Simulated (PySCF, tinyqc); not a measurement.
RKS/BP86 in the sto-6g basis, for H4, spin multiplicity 1, step by step. The lowest restricted solution is unstable here: a spin-polarised one lies 0.0361 hartree lower (PySCF). Computed by tinyqc, a small Python program that keeps every step (integrals from PySCF). Settings: charge = 0, multiplicity = 1, basis = sto-6g, energy threshold = 1e-10, iteration cap = 55, orthogonalisation = canonical, start = Wolfsberg-Helmholz matrix, DIIS depth = 6, method = RKS, functional = b88,p86, grid = [20, 14]. Command: `OMP_NUM_THREADS=1 python tinyqc.py 23600 23601 out.jsonl` (the two numbers bound the seeds that draw the settings). One thread of a shared host (Intel(R) Xeon(R) Processor @ 2.60GHz), about 0.5 s of CPU time with the checks. Later iterations appear only in the table of the cycle.

## One-electron integrals

Geometry (angstrom):
```
atom        x        y        z
H     0.00000  0.00000  0.00000
H     0.00000  0.00000  1.21000
H     0.00000  1.14700  0.00000
H     0.00000  1.14700  1.21000
```

Basis sto-6g: exponents (1/bohr^2) and contraction coefficients of normalised primitives:
```
element  l (shell)  exponent  coefficient
H            s (1)  35.52322      0.00916
H            s (1)   6.51314      0.04936
H            s (1)   1.82214      0.16854
H            s (1)   0.62596      0.37056
H            s (1)   0.24308      0.41649
H            s (1)   0.10011      0.13033
```

Overlap, kinetic and nuclear-attraction integrals over the contracted functions; the nuclear repulsion is the sum of Za Zb / Rab.

nuclear repulsion = 2.4321804 hartree

overlap S, order 1H 1s, 2H 1s, 3H 1s, 4H 1s:
```
[[1.00000, 0.38242, 0.41472, 0.20094],
 [0.38242, 1.00000, 0.20094, 0.41472],
 [0.41472, 0.20094, 1.00000, 0.38242],
 [0.20094, 0.41472, 0.38242, 1.00000]]
```

kinetic energy T (hartree), order 1H 1s, 2H 1s, 3H 1s, 4H 1s:
```
[[0.76852, 0.05211, 0.06692, -0.00275],
 [0.05211, 0.76852, -0.00275, 0.06692],
 [0.06692, -0.00275, 0.76852, 0.05211],
 [-0.00275, 0.06692, 0.05211, 0.76852]]
```

nuclear attraction V (hartree), order 1H 1s, 2H 1s, 3H 1s, 4H 1s:
```
[[-2.44137, -0.86268, -0.94285, -0.45757],
 [-0.86268, -2.44137, -0.45757, -0.94285],
 [-0.94285, -0.45757, -2.44137, -0.86268],
 [-0.45757, -0.94285, -0.86268, -2.44137]]
```

core Hamiltonian H = T + V (hartree), order 1H 1s, 2H 1s, 3H 1s, 4H 1s:
```
[[-1.67284, -0.81057, -0.87593, -0.46032],
 [-0.81057, -1.67284, -0.46032, -0.87593],
 [-0.87593, -0.46032, -1.67284, -0.81057],
 [-0.46032, -0.87593, -0.81057, -1.67284]]
```

## Two-electron integrals

Functions are numbered as in S; the eight-fold symmetry (ij|kl) = (ji|kl) = (kl|ij) leaves the list below.

Two-electron integrals (ij|kl) in chemists' order, unique and non-zero (hartree):
```
(11|11) 0.77500   (21|11) 0.22343   (21|21) 0.08886   (22|11) 0.41515
(22|21) 0.22343   (22|22) 0.77500   (31|11) 0.24701   (31|21) 0.07751
(31|22) 0.15529   (31|31) 0.10613   (32|11) 0.09662   (32|21) 0.03967
(32|22) 0.10251   (32|31) 0.04284   (32|32) 0.02204   (33|11) 0.43285
(33|21) 0.14672   (33|22) 0.31384   (33|31) 0.24701   (33|32) 0.10251
(33|33) 0.77500   (41|11) 0.10251   (41|21) 0.03967   (41|22) 0.09662
(41|31) 0.04284   (41|32) 0.02173   (41|33) 0.09662   (41|41) 0.02204
(42|11) 0.15529   (42|21) 0.07751   (42|22) 0.24701   (42|31) 0.06713
(42|32) 0.04284   (42|33) 0.15529   (42|41) 0.04284   (42|42) 0.10613
(43|11) 0.14672   (43|21) 0.05875   (43|22) 0.14672   (43|31) 0.07751
(43|32) 0.03967   (43|33) 0.22343   (43|41) 0.03967   (43|42) 0.07751
(43|43) 0.08886   (44|11) 0.31384   (44|21) 0.14672   (44|22) 0.43285
(44|31) 0.15529   (44|32) 0.09662   (44|33) 0.41515   (44|41) 0.10251
(44|42) 0.24701   (44|43) 0.22343   (44|44) 0.77500
```

## Orthogonalisation

S = U s U^T; canonical form X = U s^(-1/2), so that X^T S X = 1. Each column of U has its largest component positive (the first on a tie).

eigenvalues of S: [0.40380, 0.76676, 0.83136, 1.99808]

X, order 1H 1s, 2H 1s, 3H 1s, 4H 1s:
```
[[0.78684, 0.57101, 0.54837, 0.35372],
 [-0.78684, 0.57101, -0.54837, 0.35372],
 [-0.78684, -0.57101, 0.54837, 0.35372],
 [0.78684, -0.57101, -0.54837, 0.35372]]
```

## Starting guess

The start is the generalised Wolfsberg-Helmholz matrix (K = 1.75) built on H; D = 2 C_occ C_occ^T.

D at the start, order 1H 1s, 2H 1s, 3H 1s, 4H 1s:
```
[[0.85166, -0.35118, 0.85166, -0.35118],
 [-0.35118, 0.85166, -0.35118, 0.85166],
 [0.85166, -0.35118, 0.85166, -0.35118],
 [-0.35118, 0.85166, -0.35118, 0.85166]]
```

## Iteration 1: exchange-correlation on the grid

Becke grid with 20 radial and 14 angular points per atom, points of zero weight dropped. rho = sum D_ij phi_i phi_j; V_xc,ij = sum w v_xc phi_i phi_j plus the gradient terms; v_xc is d(rho eps)/d rho at fixed gradient.

The 8 grid points with the largest w rho, of 1072 (bohr, atomic units):
```
x               y         z        w      rho  |grad rho|^2    eps_xc      v_xc
0.71026   1.45725   2.99683  0.40774  0.05168       0.00899  -0.33802  -0.40687
-0.71026  1.45725   2.99683  0.40774  0.05168       0.00899  -0.33802  -0.40687
0.71026   0.71026  -0.71026  0.40774  0.05168       0.00899  -0.33802  -0.40687
-0.71026  0.71026  -0.71026  0.40774  0.05168       0.00899  -0.33802  -0.40687
-0.71026  1.45725  -0.71026  0.40774  0.05168       0.00899  -0.33802  -0.40687
0.71026   1.45725  -0.71026  0.40774  0.05168       0.00899  -0.33802  -0.40687
-0.71026  0.71026   2.99683  0.40774  0.05168       0.00899  -0.33802  -0.40687
0.71026   0.71026   2.99683  0.40774  0.05168       0.00899  -0.33802  -0.40687
```

electrons on the grid, sum of w rho = 4.03720

E_xc = sum of w rho eps_xc = -1.4313322 hartree

V_xc (hartree), order 1H 1s, 2H 1s, 3H 1s, 4H 1s:
```
[[-0.45610, -0.15592, -0.18031, -0.08580],
 [-0.15592, -0.45610, -0.08580, -0.18031],
 [-0.18031, -0.08580, -0.45610, -0.15592],
 [-0.08580, -0.18031, -0.15592, -0.45610]]
```

## Iteration 1: building the Kohn-Sham matrix

J_ij = sum D_kl (ij|kl); F = H + J + V_xc; E = tr D H + tr D J / 2 + E_xc + E_nn.

Coulomb J (hartree), order 1H 1s, 2H 1s, 3H 1s, 4H 1s:
```
[[1.93493, 0.73512, 0.81131, 0.39867],
 [0.73512, 1.93493, 0.39867, 0.81131],
 [0.81131, 0.39867, 1.93493, 0.73512],
 [0.39867, 0.81131, 0.73512, 1.93493]]
```

Kohn-Sham matrix F (hartree), order 1H 1s, 2H 1s, 3H 1s, 4H 1s:
```
[[-0.19401, -0.23137, -0.24494, -0.14744],
 [-0.23137, -0.19401, -0.14744, -0.24494],
 [-0.24494, -0.14744, -0.19401, -0.23137],
 [-0.14744, -0.24494, -0.23137, -0.19401]]
```

total energy of this density = -2.0152813 hartree

## Iteration 1: diagonalisation and new density

Diagonalise F' = X^T F X, C = X C', fill 2 alpha and 2 beta electrons from the bottom; D = 2 C_occ C_occ^T. Each column has its largest component positive (the first on a tie).

F' = X^T F X (hartree):
```
[[0.33398, 0.00000, 0.00000, 0.00000],
 [0.00000, -0.04304, 0.00000, 0.00000],
 [0.00000, 0.00000, -0.07232, 0.00000],
 [0.00000, 0.00000, 0.00000, -0.40927]]
```

orbital energies (hartree): [-0.40927, -0.07232, -0.04304, 0.33398]

coefficients C, order 1H 1s, 2H 1s, 3H 1s, 4H 1s:
```
[[0.35372, 0.54837, 0.57101, 0.78684],
 [0.35372, -0.54837, 0.57101, -0.78684],
 [0.35372, 0.54837, -0.57101, -0.78684],
 [0.35372, -0.54837, -0.57101, 0.78684]]
```

D after iteration 1, order 1H 1s, 2H 1s, 3H 1s, 4H 1s:
```
[[0.85166, -0.35118, 0.85166, -0.35118],
 [-0.35118, 0.85166, -0.35118, 0.85166],
 [0.85166, -0.35118, 0.85166, -0.35118],
 [-0.35118, 0.85166, -0.35118, 0.85166]]
```

## Iteration 2: exchange-correlation on the grid

As before.

The 8 grid points with the largest w rho, of 1072 (bohr, atomic units):
```
x               y         z        w      rho  |grad rho|^2    eps_xc      v_xc
-0.71026  0.71026   2.99683  0.40774  0.05168       0.00899  -0.33802  -0.40687
0.71026   0.71026   2.99683  0.40774  0.05168       0.00899  -0.33802  -0.40687
0.71026   1.45725  -0.71026  0.40774  0.05168       0.00899  -0.33802  -0.40687
-0.71026  1.45725  -0.71026  0.40774  0.05168       0.00899  -0.33802  -0.40687
-0.71026  0.71026  -0.71026  0.40774  0.05168       0.00899  -0.33802  -0.40687
0.71026   0.71026  -0.71026  0.40774  0.05168       0.00899  -0.33802  -0.40687
0.71026   1.45725   2.99683  0.40774  0.05168       0.00899  -0.33802  -0.40687
-0.71026  1.45725   2.99683  0.40774  0.05168       0.00899  -0.33802  -0.40687
```

electrons on the grid, sum of w rho = 4.03720

E_xc = sum of w rho eps_xc = -1.4313322 hartree

V_xc (hartree), order 1H 1s, 2H 1s, 3H 1s, 4H 1s:
```
[[-0.45610, -0.15592, -0.18031, -0.08580],
 [-0.15592, -0.45610, -0.08580, -0.18031],
 [-0.18031, -0.08580, -0.45610, -0.15592],
 [-0.08580, -0.18031, -0.15592, -0.45610]]
```

## Iteration 2: building the Kohn-Sham matrix

As before.

Coulomb J (hartree), order 1H 1s, 2H 1s, 3H 1s, 4H 1s:
```
[[1.93493, 0.73512, 0.81131, 0.39867],
 [0.73512, 1.93493, 0.39867, 0.81131],
 [0.81131, 0.39867, 1.93493, 0.73512],
 [0.39867, 0.81131, 0.73512, 1.93493]]
```

Kohn-Sham matrix F (hartree), order 1H 1s, 2H 1s, 3H 1s, 4H 1s:
```
[[-0.19401, -0.23137, -0.24494, -0.14744],
 [-0.23137, -0.19401, -0.14744, -0.24494],
 [-0.24494, -0.14744, -0.19401, -0.23137],
 [-0.14744, -0.24494, -0.23137, -0.19401]]
```

total energy of this density = -2.0152813 hartree

## Iteration 2 (converged): orbitals

As before.

F' = X^T F X (hartree):
```
[[0.33398, 0.00000, 0.00000, 0.00000],
 [0.00000, -0.04304, 0.00000, 0.00000],
 [0.00000, 0.00000, -0.07232, 0.00000],
 [0.00000, 0.00000, 0.00000, -0.40927]]
```

orbital energies (hartree): [-0.40927, -0.07232, -0.04304, 0.33398]

coefficients C, order 1H 1s, 2H 1s, 3H 1s, 4H 1s:
```
[[0.35372, 0.54837, 0.57101, 0.78684],
 [0.35372, -0.54837, 0.57101, -0.78684],
 [0.35372, 0.54837, -0.57101, -0.78684],
 [0.35372, -0.54837, -0.57101, 0.78684]]
```

D after iteration 2, order 1H 1s, 2H 1s, 3H 1s, 4H 1s:
```
[[0.85166, -0.35118, 0.85166, -0.35118],
 [-0.35118, 0.85166, -0.35118, 0.85166],
 [0.85166, -0.35118, 0.85166, -0.35118],
 [-0.35118, 0.85166, -0.35118, 0.85166]]
```

## Convergence

Stop when the energy changes by less than 1e-10 hartree and every element of the error matrix X^T (F D S - S D F) X is below 3e-06.

Course of the cycle:
```
iteration  E (hartree)     change  largest element of the error matrix
1           -2.0152813          -                             1.37e-15
2           -2.0152813  -4.44e-16                             2.94e-15
```

PySCF RKS in the same basis, fine grid = -2.0092951 hartree

Converged in 2 iterations. The coarse grid moves the energy by -5.99e-03 hartree.

## Populations, bond orders and dipole

Mulliken: Z minus the diagonal of D S on the atom; Loewdin: the same with S^(1/2) D S^(1/2); Mayer order: 2 sum_s sum (D(s) S)_ij (D(s) S)_ji over the two atoms.

Charges (e):
```
atom  Mulliken  Loewdin
1H           0        0
2H           0        0
3H           0        0
4H           0        0
```

Mayer bond orders:
```
pair    order
2-1         0
3-1   1.00000
3-2         0
4-1         0
4-2   1.00000
4-3         0
```

dipole moment about the origin, x y z (debye): [0.00000, 0.00000, 0.00000]
